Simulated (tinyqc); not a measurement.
Inside a calculation. Method: Hubbard chain of 3 sites. Computed by tinyqc, a small Python program that keeps every step. Settings: hopping = 0.55, U = 11.0, mixing = 0.5, iteration cap = 60. Command: `OMP_NUM_THREADS=1 python tinyqc.py 23124 23125 out.jsonl` (the two numbers bound the seeds that draw the settings). One thread of a shared host (Intel(R) Xeon(R) Processor @ 2.60GHz), about 0.2 s of CPU time with the checks. Later iterations appear only in the table of the cycle.

## Mean-field iteration 1

one-body matrix (hopping and site energies) (eV), order 1, 2, 3:
$$\begin{pmatrix}
0.0000 & -0.5500 & 0.0000 \\
-0.5500 & 0.0000 & -0.5500 \\
0.0000 & -0.5500 & 0.0000
\end{pmatrix}$$

U = 11.0000 eV

electrons, up and down: [1, 1]

mixing = 0.5000

n(up) at the start (a guess, not normalised): 1 0.3830, 2 0.2830, 3 0.3830

n(down) at the start (a guess): 1 0.2830, 2 0.3830, 3 0.2830

H(up) = T + U n(down), H(down) = T + U n(up); fill the lowest levels; n(new) = n + mixing (n(out) - n); E = tr T (rho up + rho down) + U sum n_up n_down of the output.

levels, up (eV): [2.7104, 3.1130, 4.6156]

levels, down (eV): [2.7104, 4.2130, 4.6156]

energy = 1.4798 eV

n(up) after iteration 1: 1 0.3887, 2 0.2472, 3 0.3887

n(down) after iteration 1: 1 0.1943, 2 0.5858, 3 0.1943

## Mean-field iteration 2

As before.

levels, up (eV): [2.0015, 2.1376, 6.5804]

levels, down (eV): [2.3967, 4.2754, 4.5974]

energy = 0.2461 eV

n(up) after iteration 2: 1 0.4369, 2 0.1385, 3 0.4369

n(down) after iteration 2: 1 0.1338, 2 0.7197, 3 0.1338

## Mean-field iteration 3

As before.

levels, up (eV): [1.3787, 1.4713, 8.0098]

levels, down (eV): [1.3480, 4.8059, 4.9809]

energy = -0.1083 eV

n(up) after iteration 3: 1 0.4650, 2 0.0762, 3 0.4650

n(down) after iteration 3: 1 0.0789, 2 0.8358, 3 0.0789

## Convergence

Each step fills the lowest levels of T + U n(other spin) and sets n(new) = n + mixing (n(out) - n); stop when output and input agree to 1e-8.

Course of the cycle:
```
iteration     E (eV)  largest |n(out) - n(in)|  mean |n_up - n_down|
1           1.479829                  4.06e-01                0.3849
2           0.246112                  2.68e-01                0.5493
3          -0.108257                  2.32e-01                0.6253
4          -0.153743                  1.34e-01                0.6409
5          -0.161856                  7.30e-02                0.6461
6          -0.163632                  3.90e-02                0.6482
7          -0.164064                  2.06e-02                0.6492
8          -0.164174                  1.09e-02                0.6497
9          -0.164203                  5.72e-03                0.6500
10         -0.164211                  3.00e-03                0.6501
11         -0.164213                  1.57e-03                0.6502
...              ...                       ...                   ...
50         -0.165410                  4.89e-02                0.6501
51         -0.168312                  8.79e-02                0.6499
52         -0.177624                  1.45e-01                0.6490
53         -0.203732                  1.94e-01                0.6456
54         -0.263755                  1.85e-01                0.6340
55         -0.371002                  1.29e-01                0.6550
56         -0.494423                  1.39e-01                0.6617
57         -0.570676                  1.91e-01                0.6629
58         -0.600362                  1.81e-01                0.6627
59         -0.611095                  1.40e-01                0.6621
60         -0.615617                  9.83e-02                0.6613
```

Not converged within 60 iterations: the residual wanders without falling. The lowest mean-field energy found from random starts is -0.62020 eV. Reruns (cap 100 unless said): mixing 0.2: not converged; mixing 0.9: converged in 12 to a higher stationary point (E = -0.16421); the original settings with a cap of 400: converged in 115 (E = -0.62020).

## The many-body Hamiltonian

Basis: all placements (u, d, 2, 0 on each site), up operators ordered before down ones; hops carry the sign of the same-spin electrons passed.

H (eV):
```
         200      ud0      u0d      du0      020      0ud      d0u      0du
200  11.0000  -0.5500   0.0000  -0.5500   0.0000   0.0000   0.0000   0.0000
ud0  -0.5500   0.0000  -0.5500   0.0000  -0.5500   0.0000   0.0000   0.0000
u0d   0.0000  -0.5500   0.0000   0.0000   0.0000  -0.5500   0.0000   0.0000
du0  -0.5500   0.0000   0.0000   0.0000  -0.5500   0.0000  -0.5500   0.0000
020   0.0000  -0.5500   0.0000  -0.5500  11.0000  -0.5500   0.0000  -0.5500
0ud   0.0000   0.0000  -0.5500   0.0000  -0.5500   0.0000   0.0000   0.0000
d0u   0.0000   0.0000   0.0000  -0.5500   0.0000   0.0000   0.0000  -0.5500
0du   0.0000   0.0000   0.0000   0.0000  -0.5500   0.0000  -0.5500   0.0000
002   0.0000   0.0000   0.0000   0.0000   0.0000  -0.5500   0.0000  -0.5500

         002
200   0.0000
ud0   0.0000
u0d   0.0000
du0   0.0000
020   0.0000
0ud  -0.5500
d0u   0.0000
0du  -0.5500
002  11.0000
```

## Exact diagonalisation (9 states)

Lowest levels of the sector, and the double occupancy of the lowest state.

lowest levels (eV): [-0.8581, -0.7778, -0.0547, 0.0000, 0.6947, 0.7778]

double occupancy per site = 0.0023

## The lowest level by Lanczos steps

From a random start vector (not printed): a_j = <q_j|H|q_j>, b_j = norm of the remainder after orthogonalising; the Ritz value is the lowest eigenvalue of the tridiagonal matrix of a and b so far.

Lanczos:
```
j  a_j (eV)  b_j (eV)  lowest Ritz value (eV)
1    4.8813    5.6125                4.881296
2    6.0711    0.8093               -0.167740
3    0.0012    0.9390               -0.644336
4    6.9807    5.2009               -0.697417
5    4.1615    0.1277               -0.835111
6   -0.7555    0.2241               -0.850819
7    0.7019    0.9823               -0.857378
8   10.5663    2.0528               -0.857874
9    0.3915         0               -0.858103
```
